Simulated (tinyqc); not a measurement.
# MOSFET in saturation, small-signal circuit and noise: several studies

Bias by the inversion coefficient IC = I/Ispec (charge-based model with velocity saturation; weak inversion below 0.1, strong above 10). Common-source circuit: gm, gds, Cgs, Cgd and Cj at the inner nodes, Rg in series with the gate; quasi-static, no source or drain resistance, no gate-body capacitance, no substrate network, no induced gate noise, so fmax is an upper estimate.

Inputs (values chosen for the exercise):

| symbol | value | unit | meaning |
|---|---|---|---|
| T | 300 | K | temperature |
| L | 65 | nm | gate length |
| W | 5 | um | total gate width |
| Cox | 1.61 | uF/cm^2 | gate capacitance |
| mu | 200 | cm^2/(V s) | mobility |
| n | 1.34 |  | slope factor |
| Ls | 15 | nm | velocity-saturation length |
| sg | 0.063 |  | ratio gds/gm |
| Cov | 0.43 | fF/um | overlap and fringe capacitance per side |
| Cj | 0.51 | fF/um | drain junction capacitance |
| Rsh | 15 | ohm | sheet resistance of the gate |
| Wf | 1 | um | finger width |
| Rc | 50 | ohm um | gate contact and vertical resistance |
| IC | 0.14 |  | inversion coefficient |
| gw | 0.1 |  | short-channel excess of the noise factor |
| Nt | 1.1e18 | cm^-3 eV^-1 | oxide trap density |
| lt | 0.1 | nm | tunnelling length into the oxide |
| ac | 0 | V s/C | Coulomb scattering coefficient |

Constants: q = 1.602176634e-19 C, kB = 1.380649e-23 J/K, Vt = kB T/q. Results are converted to the units shown.

Each table varies one quantity; the others keep the values above.

## Effect of the total gate width on speed and noise

Ispec = 2 n mu Cox (W/L) Vt^2, lc = Ls/L, gms = [sqrt((lc IC + 1)^2 + 4 IC) - 1]/[2 + lc (lc IC + 1)], gm = gms Ispec/(n Vt), gds = sg gm. qs = [sqrt(1 + 4 IC) - 1]/2, Cgs = Cox W L qs (2 qs + 3)/(3 (qs + 1)^2) + Cov W, Cgd = Cov W, Cd = Cj W, Rg = Rsh (Wf/L)/(12 Nf) + Rc/W with Nf = W/Wf fingers (not rounded) contacted at both ends. fT = gm/(2 pi (Cgs + Cgd)), fmax = fT/(2 sqrt(Rg (gds + 2 pi fT Cgd))). Channel noise Sid = 4 kB T gam n gm with gam = (1/2 + (2/3) qs)/(1 + qs) + gw lc IC, qs = [sqrt(1 + 4 IC) - 1]/2, lc = Ls/L (the last term an empirical rise with velocity saturation); at the gate, white noise Sw = Sid/gm^2 + 4 kB T Rg. Number fluctuation with correlated mobility: S(f) = K/f, K = q^2 Vt lt Nt/(W L Cox^2) (1 + ac mu Cox I/gm)^2, Vt in eV with Nt per eV. Corner fc = K/Sw. IC is held fixed.

The same in every row: fT (GHz) = 5.155; fmax (GHz) = 77.66; fc (MHz) = 11.74.

Effect of the total gate width on speed and noise:
```
W (um)  I (uA)  Rg (ohm)  sqrt(Sw) (nV/Hz^0.5)
2        2.484     34.62                 13.59
4.3      5.341     16.10                 9.266
9.3      11.55     7.444                 6.300
20       24.84     3.462                 4.296
43       53.41     1.610                 2.930
93       115.5    0.7444                 1.992
200      248.4    0.3462                 1.359
```

As W goes from 2 to 200 um, fT stays at 5.16 GHz, fmax stays at 77.7 GHz, the white noise falls from 13.6 to 1.36 nV/Hz^0.5 and the corner stays at 11.7 MHz. Current, gm and capacitances scale with W and Rg with 1/W, so the frequencies stay while both noise powers fall as 1/W. In every row fmax exceeds 4 fT, where channel resistance and substrate losses, left out here, would cap it.

## Effect of the finger width on speed and noise

Same model as above.

Corner fc = K/Sw. IC is held fixed.

The same in every row: I (uA) = 6.2110; fT (GHz) = 5.1553.

Result of one run:
```
Wf (um)  Rg (ohm)  fmax (GHz)  sqrt(Sw) (nV/Hz^0.5)  fc (MHz)
0.25       10.240      90.309                8.5890    11.746
```

What becomes of these results when the finger width Wf is changed from 0.25 to 2 um, all else the same?

Result of the changed run:
```
Wf (um)  Rg (ohm)  fmax (GHz)  sqrt(Sw) (nV/Hz^0.5)  fc (MHz)
2          25.385      57.359                8.6036    11.706
```

The whole series:
```
Wf (um)  Rg (ohm)  fmax (GHz)  sqrt(Sw) (nV/Hz^0.5)  fc (MHz)
0.25       10.240      90.309                8.5890    11.746
0.5        10.962      87.288                8.5897    11.744
1          13.846      77.665                8.5925    11.736
2          25.385      57.359                8.6036    11.706
4          71.538      34.168                8.6480    11.586
8          256.15      18.057                8.8230    11.131
```

As Wf goes from 0.25 to 8 um, fT stays at 5.16 GHz, fmax falls from 90.3 to 18.1 GHz, the white noise rises from 8.59 to 8.82 nV/Hz^0.5 and the corner falls from 11.7 to 11.1 MHz. The finger width leaves fT alone and acts through Rg, whose sheet part goes as Wf^2. For Wf = 0.25 to 4 um fmax exceeds 4 fT, where channel resistance and substrate losses, left out here, would cap it.

## Effect of the gate length on speed and noise

Same model as above.

Corner fc = K/Sw. IC is held fixed, and so is sg.

Effect of the gate length on speed and noise:
```
L (nm)  I (uA)  Rg (ohm)  fT (GHz)  fmax (GHz)  sqrt(Sw) (nV/Hz^0.5)  fc (MHz)
20       20.19     22.50     17.52       112.9                 4.922     116.2
32       12.62     17.81     10.94       100.1                 6.113     47.11
50       8.074     15.00     6.853       86.18                 7.565     19.68
79       5.110     13.16     4.150       71.35                 9.452     7.980
130      3.106     11.92     2.328       55.85                 12.08     2.969
200      2.019     11.25     1.365       43.70                 14.95     1.259
320      1.262     10.78    0.7297       32.22                 18.89    0.4932
500     0.8074     10.50    0.3834       23.23                 23.60    0.2023
```

What does the comparison show?

As L goes from 20 to 500 nm, fT falls from 17.5 to 0.383 GHz, fmax falls from 113 to 23.2 GHz, the white noise rises from 4.92 to 23.6 nV/Hz^0.5 and the corner falls from 116 to 0.202 MHz. fT goes as L^(-1.00) between the first two rows and L^(-1.44) between the last two; with no overlap and no velocity saturation it would go as 1/L^2. In every row fmax exceeds 4 fT, where channel resistance and substrate losses, left out here, would cap it.

Program tinyqc, `OMP_NUM_THREADS=1 python tinyqc.py 2150027 2150028 out.jsonl`; Intel Xeon 2.30GHz, shared host, one thread, about 0.01 s.
